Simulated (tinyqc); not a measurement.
Scattering rates of a carrier in a spherical band by Fermi's golden rule: one step, computed by the program tinyqc.

All processes here are isotropic or elastic, and the rate listed is the momentum relaxation rate.

Question. Phonon occupation and screening length. Phonon occupation N_q = 1/(exp(hbar w/(k_B T)) - 1). Debye screening by free carriers of density N_I: L_s = sqrt(eps_s eps_0 k_B T/(e^2 N_I)).

Inputs (values chosen for the exercise, modelled on electrons in diamond):

| quantity | value | unit |
|---|---|---|
| static permittivity eps_s | 5.7 | - |
| phonon energy hbar w | 140 | meV |
| ionised impurity density N_I | 6.4e+17 | 1/cm^3 |
| temperature T | 150 | K |

Crystal: non-polar. Band: Kane. Impurity formula: Brooks-Herring. Further scattering: neutral impurities.

Constants: k_B = 8.617333262e-05 eV/K; eps_0 = 8.8541878128e-12 F/m; k_B = 1.380649e-23 J/K; e = 1.602176634e-19 C.

Give: N_q; screening length L_s.

Answer.

N_q = 1.978e-05

screening length L_s = 2.522 nm

Above the threshold emission is favoured over absorption by (N_q + 1)/N_q = exp(hbar w/k_B T) = 50600, apart from the density of final states.
